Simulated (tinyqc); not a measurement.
Inside a calculation. Model: mobility of a non-polar semiconductor in the relaxation-time approximation. Computed by tinyqc, a small Python program that keeps every step. Command: `OMP_NUM_THREADS=1 python tinyqc.py 3016912 3016913 out.jsonl rta walk`. One thread of a shared host (Intel(R) Xeon(R) Processor @ 2.30GHz), about 0.01 s of CPU time with the checks. Intermediate numbers are printed to about 7 digits and carried at full precision; extremes and crossings named in words are read from the listed rows.

Each valley is treated as a sphere of mass m_d for states and rates, with one isotropic relaxation time; the conductivity mass m_c sets the current.

Inputs (values chosen for the exercise, modelled on electrons in diamond): longitudinal mass m_l = 1.48 m_0; transverse mass m_t = 0.285 m_0; equivalent valleys Z = 6; non-parabolicity alpha = 0.2 1/eV; static permittivity eps_s = 5.7; density rho = 3515 kg/m^3; sound velocity v_l = 18200 m/s; acoustic deformation potential D_A = 8.5 eV; phonon energy hbar w = 143 meV; optical or intervalley deformation potential D_o = 7.1 1e8 eV/cm; final valleys Z_f = 5; carrier density n = 1.6e+17 1/cm^3; compensation ratio C = 0; temperature T = 400 K.

Band: Kane. Impurity formula: Conwell-Weisskopf. Further scattering: none.

Constants: k_B = 8.617333262e-05 eV/K; m_0 = 9.1093837015e-31 kg; e = 1.602176634e-19 C; hbar = 1.054571817e-34 J s; eps_0 = 8.8541878128e-12 F/m; k_B = 1.380649e-23 J/K; hbar = 6.582119569e-16 eV s.

## Masses

m_d = (m_l m_t^2)^(1/3); 1/m_c = (1/m_l + 2/m_t)/3; Hall mass factor A = 3 K_m (K_m + 2)/(2 K_m + 1)^2, K_m = m_l/m_t; N_I = n (1 + C)/(1 - C).

density-of-states mass m_d = 0.4935341 m_0

conductivity mass m_c = 0.3899538 m_0

Hall mass factor A = 0.8643854

ionised impurity density N_I = 1.60e+17 1/cm^3

## Fermi level and screening

Kane band: hbar^2 k^2/(2 m) = E (1 + alpha E), speed v = hbar k/(m (1 + 2 alpha E)), states per spin, volume and energy g(E) = m k (1 + 2 alpha E)/(2 pi^2 hbar^2); overlap factors are set to 1. Here m = m_d. Masses are multiplied by m_0 and all formulas are in SI units. The reduced Fermi level eta = E_F/(k_B T) solves n = 2 Z int g f dE with f = 1/(1 + exp(x - eta)) (Z = 1 unless valleys are given); screening length L_s = sqrt(eps_s eps_0 k_B T/(e^2 dn/deta)), dn/deta = 2 Z int g f (1 - f) dE. Integrals over x = E/(k_B T) use 160 Gauss-Legendre points in u = sqrt(x) from 0 to sqrt(max(eta, 0) + 32).

reduced Fermi level eta = -6.244250

screening length L_s = 8.240623 nm

The gas is non-degenerate (eta < -2), and L_s is close to the Debye length.

## Rates at a few energies

Phonon occupation N_q = 1/(exp(hbar w/(k_B T)) - 1). Acoustic deformation potential (elastic, equipartition, absorption and emission together): 1/tau = 2 pi k_B T D_A^2 g(E)/(hbar rho v_l^2). Optical or intervalley deformation potential: 1/tau = (pi Z_f D_o^2/(rho w)) [N_q g(E + hbar w) + (N_q + 1) g(E - hbar w)], with g = 0 below the band edge. Each optical term is multiplied by (1 - f(E'))/(1 - f(E)), E' the final energy, for Pauli blocking. Singly charged impurities, momentum relaxation: 1/tau = N_I e^4 m (1 + 2 alpha E) Phi/(8 pi (eps_s eps_0)^2 hbar^3 k^3), with alpha = 0 for a parabolic band. Conwell-Weisskopf: Phi = ln(1 + y^2), y = 4 pi eps_s eps_0 E N_I^(-1/3)/e^2 (largest impact parameter N_I^(-1/3)/2).

Rates (1e12/s) at E = (max(eta, 0) + 0.5, 1, 2, 4) k_B T:
```
E (meV)   acoustic    optical  ionised impurity
17.2347   0.511553  0.1363276          5.680274
34.4693   0.729649  0.1445766          4.225465
68.9387   1.049488  0.1604888          2.461415
137.8773  1.534358  0.1906585          1.239334
```

## Mobility for each process alone

mu = (m_d/m_c) (2 Z e/(3 n k_B T)) int g v^2 tau f (1 - f) dE. Averages over x are split at the emission threshold x_0 = hbar w/(k_B T): 64 Gauss-Legendre points in sqrt(x) below it and 128 in sqrt(x - x_0) above it, up to x = max(eta, 0) + 32.

acoustic mobility = 4428.245 cm^2/(V s)

optical mobility = 23820.73 cm^2/(V s)

ionised impurity mobility = 2273.152 cm^2/(V s)

## All processes together

Rates are added at each energy before the average. With <y> = int g v^2 y f (1 - f) dE: Hall factor r_H = A (3 n k_B T/(2 Z m_d)) <tau^2/(1 + 2 alpha E)>/<tau>^2 (alpha = 0 for a parabolic band); Hall mobility r_H mu; |S| = (k_B/e) (<x tau>/<tau> - eta); resistivity 1/(n e mu).

drift mobility mu = 1073.164 cm^2/(V s)

Hall factor r_H = 0.9232955

Hall mobility = 990.8473 cm^2/(V s)

Seebeck coefficient |S| = 751.9236 microvolt/K

resistivity = 0.03634993 ohm cm

Taking r_H = 1 in a Hall measurement would give a density 1.08 times the true one. Caution: n is taken as given; at low temperature (in diamond even at 300 K) real dopants can freeze out, which changes n and N_I.

## Matthiessen's rule against the full average

Matthiessen's rule adds 1/mu of the separate processes.

Separate mobilities:
```
process           mu (cm^2/(V s))  share of the sum of 1/mu (%)
acoustic                  4428.25                      31.90849
optical                  23820.73                       5.93175
ionised impurity          2273.15                      62.15976
```

mobility by Matthiessen's rule = 1412.986 cm^2/(V s)

excess of Matthiessen's rule over the full mu = 31.66547 %

The rule gives 1413 against the full 1073, 31.7 % too high; it can only overestimate, since each separate average is carried by the energies where that process is weak. The error is large because ionised impurity and acoustic scattering both carry weight and depend on energy in different ways.

Checks made by the program: the sum rule (2 Z/(3 k_B T)) int g v^2 (1 + 2 alpha E) f (1 - f) dE = n/m_d (relative difference below 1e-10).
